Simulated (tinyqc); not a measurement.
# One electron in a tunnel-coupled double dot: charge qubit, sensing and quantum capacitance: what changes with what

Basis (left, right), H = [[ep/2, tc], [tc, -ep/2]], splitting Om = sqrt(ep^2 + 4 tc^2), ep = al times the gate voltage. In equilibrium the electron is on the right with the chance P_R = [1 + (ep/Om) tanh(Om/2 kB T)]/2.

Values chosen for this exercise:
```
symbol  value  unit                                   meaning
tc         18   ueV                           tunnel coupling
T        0.22     K                      electron temperature
al       0.29  eV/V     lever arm of the gate on the detuning
f0        425   MHz                       resonator frequency
se          6   ueV  deviation of quasi-static detuning noise
```

Constants: q = 1.602176634e-19 C, kB = 1.380649e-23 J/K, hbar = 1.054571817e-34 J s, h = 6.62607015e-34 J s, Vt = kB T/q. Results are converted to the units shown.

Each table varies one quantity; the others keep the values above.

## Peak signal against tunnel coupling

At ep = 0: q^2 al^2 dP_R/d(ep) splits into Cq = q^2 al^2 (2 tc^2/Om^3) tanh(Om/2 kB T) and Ct = q^2 al^2 (ep/Om)^2/(4 kB T cosh^2(Om/2 kB T)); Ct appears only if relaxation is faster than the drive. A resonator of frequency f0, capacitance Cp and quality factor Q shifts by df = -f0 Cq/(2 Cp) and its phase by -2 Q Cq/Cp. The slope dP_R/d(ep) there is tanh(tc/kB T)/(4 tc).

Peak signal against tunnel coupling:

| tc (ueV) | tc/kB T | Cq (aF) | slope (1/ueV) | 2 tc/h (GHz) |
|---|---|---|---|---|
| 1.6 | 0.08440 | 177.3 | 0.01316 | 0.7738 |
| 3.2 | 0.1688 | 176.0 | 0.01306 | 1.548 |
| 6.1 | 0.3218 | 171.8 | 0.01275 | 2.950 |
| 12 | 0.6330 | 157.2 | 0.01167 | 5.803 |
| 23 | 1.213 | 122.7 | 0.009105 | 11.12 |
| 44 | 2.321 | 75.10 | 0.005573 | 21.28 |
| 86 | 4.536 | 39.16 | 0.002906 | 41.59 |
| 170 | 8.967 | 19.82 | 0.001471 | 82.21 |
| 320 | 16.88 | 10.53 | 7.813e-4 | 154.8 |

What does the table show?

The peak Cq falls from 177 to 10.5 aF: it levels off at q^2 al^2/(4 kB T) = 178 aF for weak coupling and goes as tc^(-1.00) between the last two rows. Below tc of about kB T the slope measures temperature rather than coupling. For tc = 1.6 2 tc/h is less than three times the drive frequency f0, so the electron cannot follow adiabatically.

## Coherence against detuning

Noise in ep shifts Om by (ep/Om) d + (2 tc^2/Om^3) d^2. For Gaussian d of deviation se the spread of Om is sqrt[(ep se/Om)^2 + 2 (2 tc^2 se^2/Om^3)^2], and T2* is estimated as sqrt(2) hbar/spread; Om T2*/h counts the oscillations within T2*.

Results:

| ep (ueV) | Om (ueV) | T2* (ns) | oscillations within T2* |
|---|---|---|---|
| 0 | 36.00 | 1.316 | 11.46 |
| 0.9 | 36.01 | 1.289 | 11.22 |
| 1.8 | 36.04 | 1.216 | 10.60 |
| 3.6 | 36.18 | 1.015 | 8.876 |
| 14 | 38.63 | 0.4139 | 3.866 |
| 27 | 45.00 | 0.2573 | 2.799 |
| 54 | 64.90 | 0.1864 | 2.925 |
| 110 | 115.7 | 0.1632 | 4.568 |

Estimate the missing row, ep = 7.2 ueV.

Computed row:

| ep (ueV) | Om (ueV) | T2* (ns) | oscillations within T2* |
|---|---|---|---|
| 7.2 | 36.71 | 0.6883 | 6.110 |

With this row back in the table: T2* falls from 1.32 to 0.163 ns, towards sqrt(2) hbar/se = 0.155 ns far from the anticrossing; the first row is 8.06 times the last. First and second order are equal near ep = sqrt(2) se/2 = 4.24 ueV.

## Line shape against detuning

q^2 al^2 dP_R/d(ep) splits into Cq = q^2 al^2 (2 tc^2/Om^3) tanh(Om/2 kB T) and Ct = q^2 al^2 (ep/Om)^2/(4 kB T cosh^2(Om/2 kB T)); Ct appears only if relaxation is faster than the drive. A Ct of 0 means below 1e-6 aF.

Line shape against detuning:

| ep (ueV) | Om (ueV) | P_R | Cq (aF) | Ct (aF) |
|---|---|---|---|---|
| 0 | 36.00 | 0.5000 | 138.4 | 0 |
| 13.3 | 38.38 | 0.6328 | 118.4 | 8.797 |
| 26.5 | 44.70 | 0.7452 | 80.85 | 19.72 |
| 39.8 | 53.67 | 0.8295 | 50.20 | 20.56 |
| 53.1 | 64.15 | 0.8867 | 30.90 | 15.45 |
| 66.4 | 75.53 | 0.9235 | 19.52 | 9.852 |
| 79.6 | 87.36 | 0.9466 | 12.84 | 5.767 |
| 92.9 | 99.63 | 0.9614 | 8.737 | 3.192 |
| 106.2 | 112.1 | 0.9710 | 6.159 | 1.711 |
| 119.4 | 124.7 | 0.9774 | 4.489 | 0.9034 |
| 132.7 | 137.5 | 0.9819 | 3.354 | 0.4682 |

Read the table: what changes, and by how much?

Cq falls from 138 to 3.35 aF, and Ct goes from 0 through a maximum of 20.6 (at ep = 39.8 ueV among the rows listed) to 0.468 aF. Among the rows listed Ct reaches at most 14.9 % of the peak of Cq, with tc/kB T = 0.95: heat populates the upper level, lowers Cq and adds side lobes.

Numbers from tinyqc (`OMP_NUM_THREADS=1 python tinyqc.py 2470029 2470030 out.jsonl`; about 0.01 s on one thread of a shared Intel Xeon 2.30GHz).
